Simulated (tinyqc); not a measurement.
In-plane mass from two subband densities.

Question. At zero temperature each occupied subband holds N_k = D (EF - E_k), D = md m0 q/(pi hbar^2) per eV. Two subbands are occupied. Find md, EF - E1 and EF - E2.

Constants: q = 1.602176634e-19 C, hbar = 1.054571817e-34 J s, m0 = 9.1093837015e-31 kg. Results are converted to the units shown.

N1, N2 (cm^-2): [1.4257200e12, 2.9e11]
E2 - E1 = 40.1 meV

Solution. N1 - N2 = D (E2 - E1) gives D and so md; each N_k/D is a distance to EF.

md = 0.06780 m0
EF - E1 = 50.34 meV
EF - E2 = 10.24 meV

Program tinyqc, `OMP_NUM_THREADS=1 python tinyqc.py 2140144 2140145 out.jsonl`; Intel Xeon 2.30GHz, shared host, one thread, about 0.2 s.
